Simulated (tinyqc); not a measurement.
Mirror strength against the number of periods: longitudinal sound in a periodic multilayer: transfer matrices, stop bands and folded phonons. Computed by tinyqc, a small Python program. Command: `OMP_NUM_THREADS=1 python tinyqc.py 3001280 3001281 out.jsonl multilayer walk`. One thread of a shared host (Intel(R) Xeon(R) Processor @ 2.30GHz), about 0.01 s of CPU time with the checks.

Layers 1 and 2 repeat with period d = d_1 + d_2; waves travel normal to the layers, without loss. State vector (u, s): displacement u and stress divided by omega. Impedances Z = rho v are in 1e6 kg/(m^2 s).

Inputs (values chosen for the exercise, modelled on gallium arsenide (layer 1), aluminium arsenide (layer 2) and gallium arsenide (substrate)):
```
quantity            value    unit
density rho_1         5.3  g/cm^3
velocity v_1         4650     m/s
thickness d_1         3.4      nm
density rho_2        3.72  g/cm^3
velocity v_2         5550     m/s
thickness d_2        4.05      nm
substrate density    5.23  g/cm^3
substrate velocity   4750     m/s
frequency f           429     GHz
```

Method:
- Z = rho v; interface reflection r = (Z_2 - Z_1)/(Z_2 + Z_1) (stress amplitude, from 1 into 2); Bragg frequency f_B = 1/[2 (d_1/v_1 + d_2/v_2)]; long-wave velocity v_eff = d/sqrt[(d_1/v_1)^2 + (d_2/v_2)^2 + (Z_1/Z_2 + Z_2/Z_1)(d_1/v_1)(d_2/v_2)].
- A layer maps (u, s) by [[cos p, sin p/Z], [-Z sin p, cos p]], p = 2 pi f d_i/v_i; one period is M = M_2 M_1, and cos(q d) = trace(M)/2.
- For N periods A = M^N. A wave comes from a thick layer of material 1 and leaves into the substrate (Z_s): transmitted power T = 4 Z_1 Z_s/|Z_1 A_22 + Z_s A_11 - i (Z_1 Z_s A_12 - A_21)|^2, reflected power R = 1 - T.

Bragg frequency f_B = 342.252 GHz

Z_2 = 20.646

Z_1 = 24.645

Z of the substrate = 24.8425

trace(M)/2 = -0.712725

Transmitted power:
```
N     T at f_B  T at f_B (dB)   T at f
1      0.96793       -0.14158  0.97257
2      0.88198       -0.54540  0.94735
3      0.76058        -1.1886  0.97252
4      0.62539        -2.0385  0.99998
6      0.37895        -4.2141  0.94741
8      0.20846        -6.8097  0.99987
12    0.055075        -12.590  0.99964
16    0.013647        -18.650  0.99930
24  8.0828e-04        -30.924  0.99830
```

What follows from these numbers?

At f_B each further period removes 1.53 dB at large N, which is 20 log10 of the impedance ratio, 1.54 dB, as for a quarter-wave stack; 99 % reflection needs N = 24 among these rows. At f, in a pass band, T does not decay with N. Caution: at these frequencies damping, strong in glasses, and rough interfaces, both left out here, can weaken the stop bands; layers only a few atoms thick are also beyond continuum acoustics.
